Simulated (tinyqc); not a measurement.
Four-point probe at the centre of a round wafer.

Four collinear probes with spacing s at the centre of a thin disc of diameter d with an insulating edge: Rs = C V/I, C = pi/{ln 2 + ln[((d/s)^2 + 3)/((d/s)^2 - 3)]}; C tends to pi/ln 2 = 4.5324. x = d/s.

Parameters, values chosen for the exercise: sheet density of the layer ns = 4e13 cm^-2; drift mobility mu = 40 cm^2/(V s); current I = 100 uA.

Constants: q = 1.602176634e-19 C. Results are converted to the units shown.

Four-point probe at the centre of a round wafer:

| x | C | C over its limit | V for Rs = 1/(q ns mu) (mV) |
|---|---|---|---|
| 4 | 2.9289 | 0.64621 | 133.19 |
| 5 | 3.3625 | 0.74188 | 116.01 |
| 7.5 | 3.9274 | 0.86653 | 99.326 |
| 10 | 4.1712 | 0.92031 | 93.521 |
| 15 | 4.3644 | 0.96295 | 89.380 |
| 20 | 4.4364 | 0.97882 | 87.931 |
| 40 | 4.5080 | 0.99462 | 86.534 |
| 100 | 4.5284 | 0.99914 | 86.143 |

What does the table show?

C rises from 2.929 to 4.528. Using 4.5324 overstates Rs by 54.7 % in the first row and by under 1 % from d/s = 40 on among the rows.

tinyqc, about 0.01 s, one thread, Intel Xeon 2.30GHz (shared host): `OMP_NUM_THREADS=1 python tinyqc.py 2850191 2850192 out.jsonl`
